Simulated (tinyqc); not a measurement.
## ESD clamp with bipolar snapback, compact model and design window: effect of the substrate resistance

The drain junction multiplies the current that enters it: Igen = (M - 1)(Ic + I0), M = 1/(1 - (Vj/BV)^n). The generated holes leave through the substrate resistance and the base of the parasitic npn: Igen = Vb/Rb + Ic/be, Ic = Is exp(Vb/Vt). Terminal current I = Ic + I0 + Igen and voltage V = Vj + I Ro, per width. Isothermal, constant gain.

For given Vb: Ic, Igen, M = 1 + Igen/(Ic + I0), Vj = BV (1 - 1/M)^(1/n), I and V. Vt1 is the maximum of V along the curve, Vh the following minimum, Vt2 the voltage at I = It2. It1 and Ih are the currents at Vt1 and Vh.

Values chosen for this exercise; values close to those of grounded-gate n-channel clamps:
- T = 300 K (temperature)
- BV = 6.2 V (junction breakdown voltage)
- n = 4.9 (exponent of the multiplication)
- be = 8.2 (current gain of the parasitic npn)
- Is = 8.3e-18 A/um (saturation current)
- I0 = 4.4e-11 A/um (junction leakage)
- Ro = 580 ohm um (drain ballast and contact resistance)
- It2 = 11.7 mA/um (failure current for 100 ns)

Constants: q = 1.602176634e-19 C, kB = 1.380649e-23 J/K, Vt = kB T/q. Results are converted to the units shown.

Result of one run:
```
Vt1 (V),It1 (uA/um),Vh (V),Ih (uA/um),Vt2 (V),Vt2 - Vt1 (V)
6.209,15.48,4.505,443.1,10.74,4.534
```

Which substrate resistance Rb gave this result: 1600, 3400, 34000 or 73000 ohm um?

Rb = 34000 ohm um.

The whole series:
```
Rb (ohm um),Vt1 (V),It1 (uA/um),Vh (V),Ih (uA/um),Vt2 (V),Vt2 - Vt1 (V)
1600,6.443,441.4,6.054,1341,11.00,4.561
3400,6.307,193.0,5.509,1074,10.87,4.560
7300,6.246,83.78,5.076,825.4,10.79,4.549
16000,6.220,35.48,4.741,608.9,10.76,4.539
34000,6.209,15.48,4.505,443.1,10.74,4.534
73000,6.204,6.639,4.333,314.8,10.73,4.531
```

As Rb goes from 1600 to 73000 ohm um, Vt1 falls from 6.44 to 6.20 V, It1 falls from 441 to 6.64 uA/um, Vh falls from 6.05 to 4.33 V and Vt2 falls from 11.0 to 10.7 V. Vt2 exceeds Vt1, the condition for all fingers to turn on, in 6 of the 6 rows. It1 goes as Rb^(-1.10); the product It1 Rb, close to the base voltage at the trigger, goes from 0.706 to 0.485 V.

tinyqc, about 0.02 s, one thread, Intel Xeon 2.30GHz (shared host): `OMP_NUM_THREADS=1 python tinyqc.py 2670151 2670152 out.jsonl`
